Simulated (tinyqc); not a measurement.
Capacitances against the line height.

Endless row of lines of width wl, height tl and space sl between grounded planes at distance hd; e2 fills the gaps beside the lines, e1 the rest. Laplace's equation is solved on meshes of 3, 6 and 12 steps per unit u and extrapolated (Aitken), which is good to about 0.2 %. C_even (all lines at 1 V) is the capacitance Cg to the planes; C_odd (neighbours in antiphase) = Cg + 4 Cc if only nearest neighbours couple, which defines Cc; total with quiet neighbours Cg + 2 Cc. Plate values 2 eps0 e1 wl/hd and eps0 e2 tl/sl.

Inputs (values chosen for the exercise): relative permittivity above and below the lines e1 = 2.4; relative permittivity between the lines e2 = 2; line width, in units u wl = 6 u; space between lines sl = 4 u; distance to each plane hd = 4 u.

Constants: eps0 = 8.8541878128e-12 F/m. Results are converted to the units shown.

The same in every row: plate Cg (aF/um) = 63.8.

Capacitances against the line height:
columns A: tl (u); B: Cg (aF/um); C: Cc (aF/um); D: Cg + 2 Cc (aF/um); E: C_odd (aF/um); F: plate Cc (aF/um); G: share of coupling, 2 Cc/(Cg + 2 Cc) (%)
```
A      B     C    D    E     F     G
2   97.6  13.9  125  153  8.85  22.2
4   98.8  22.5  144  189  17.7  31.3
6   99.0  31.3  162  224  26.6  38.7
8   99.0  40.2  179  260  35.4  44.8
12  99.1  57.9  215  330  53.1  53.9
16  99.1  75.6  250  401  70.8  60.4
```

Read the table: what changes, and by how much?

As tl goes from 2 to 16, Cg rises from 97.6 to 99.1 aF/um, Cc rises from 13.9 to 75.6 aF/um and the share of coupling rises from 22.2 to 60.4 %. Cg is 1.53 times its plate value in the first row and 1.55 times in the last; for Cc the ratios are 1.57 and 1.07. Neighbours in antiphase raise the load by a factor of 1.22 and 1.60 over quiet ones.

tinyqc, about 0.4 s, one thread, Intel Xeon 2.30GHz (shared host): `OMP_NUM_THREADS=1 python tinyqc.py 2790141 2790142 out.jsonl`
